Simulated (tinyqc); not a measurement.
Worked calculation: electroplating on a thin resistive seed layer: kinetics, Wagner number and the terminal effect across a wafer. Computed by tinyqc, a small Python program that keeps every step. Command: `OMP_NUM_THREADS=1 python tinyqc.py 3120997 3120998 out.jsonl terminal walk`. One thread of a shared host (Intel(R) Xeon(R) Processor @ 2.30GHz), about 0.02 s of CPU time with the checks. Intermediate numbers are printed to about 6 digits and carried at full precision; extremes and crossings named in words are read from the listed rows.

Current enters the seed at the rim. The bath is treated as a local resistance per area (no lateral flow in the liquid), two electrons per ion, molar volume 7.11 cm^3/mol, Faraday constant F = e N_A, kinematic viscosity 0.01 cm^2/s, omega = 2 pi x rpm/60; k_B T/e is in volts.

Inputs (values chosen for the exercise, of the order of those for copper plating on a thin cobalt or ruthenium seed):
```
quantity                               value         unit
wafer radius R                            15           cm
seed thickness t                         110           nm
seed resistivity                         6.5  microohm cm
bath conductivity kappa                 0.46         S/cm
gap to the anode h                        11           cm
extra resistance of a porous plate         0     ohm cm^2
exchange current density i_0             1.4      mA/cm^2
cathodic transfer coefficient alpha     0.82            -
mean current density                      24      mA/cm^2
diffusivity of the metal ion         4.9e-06       cm^2/s
metal ion concentration                 0.69        mol/L
rotation rate                            100          rpm
temperature T                            298            K
```

Constants: e = 1.602176634e-19 C; N_A = 6.02214076e+23 1/mol; k_B = 8.617333262e-05 eV/K.

## Rate, limit and resistances

Growth rate = i V_m/(2 F). Levich limit i_L = 0.62 x 2 F D^(2/3) omega^(1/2) nu^(-1/6) c. Tafel overpotential eta = (k_B T/(alpha e)) ln(i/i_0); kinetic resistance k_B T/(alpha e i); bath resistance h/kappa + plate; R_s = resistivity/t; Wagner number = kinetic resistance x kappa/R.

growth rate = 530.568 nm/min

limiting current i_L = 166.039 mA/cm^2

overpotential = 88.9888 mV

kinetic resistance = 1.30486 ohm cm^2

bath resistance R_b = 23.9130 ohm cm^2

sheet resistance R_s = 0.590909 ohm/square

Wagner number = 0.0400157

## Linear estimate of the terminal effect

Linearised: with R_t = kinetic + bath resistance the current density obeys (1/r)(r i')' = i R_s/R_t, so i = A I_0(r/l), l = sqrt(R_t/R_s); with x = R/l, edge/centre = I_0(x) and edge/mean = x I_0(x)/(2 I_1(x)). Voltage drop in the seed for a uniform current: i R_s R^2/4.

length l = 6.53272 cm

x = R/l = 2.29613

edge over centre, linear = 2.82151

edge over mean, linear = 1.54960

drop for uniform current = 797.727 mV

## Current distribution

Full model: seed potential phi(r) with (1/r)(r phi')' = R_s i, where i solves phi = R_b i + (k_B T/(alpha e)) ln(i/i_0) (phi being the driving voltage left at r); phi'(0) = 0 and phi'(R) = R_s i_mean R/2. Solved by collocation to a tolerance of 1e-7.

Across the wafer:
```
r/R   i (mA/cm^2)   i/mean  i/mean, linear
0.00      13.2831  0.55346         0.54921
0.20      13.9654  0.58189         0.57855
0.40      16.1359  0.67233         0.67128
0.60      20.1851  0.84104         0.84240
0.75      24.8745  1.03644         1.03838
0.90      31.4864  1.31193         1.31192
1.00      37.2793  1.55330         1.54960
```

edge over centre, full model = 2.80653

The full model gives 2.81 against 2.82 from the linear form; the kinetic resistance, which the linear form holds fixed, is a small part of R_t here.

## As the film thickens, and with more bath resistance

The film is taken as uniform, with the seed resistivity; the last column adds 100 ohm cm^2 to R_b. Extra power of that plate = i^2 x 100 ohm cm^2 x area.

Edge over centre:
```
thickness (nm)  R_s (ohm/square)  as given  with 100 ohm cm^2 more
110                     0.590909   2.80653                 1.28357
165                     0.393939   2.08753                 1.18494
220                     0.295455   1.77421                 1.13719
330                     0.196970   1.48955                 1.09046
550                     0.118182   1.28140                 1.05380
1100                    0.059091   1.13620                 1.02672
2200                    0.029545   1.06700                 1.01332
```

extra power = 40.7150 W

The ratio falls below 1.1 from 2200 nm on as given, and from 330 nm on with the added resistance: what counts is R_s R^2 against the sum of kinetic and bath resistance.

Checks made by the program: mean of the distribution (relative difference 1e-07).
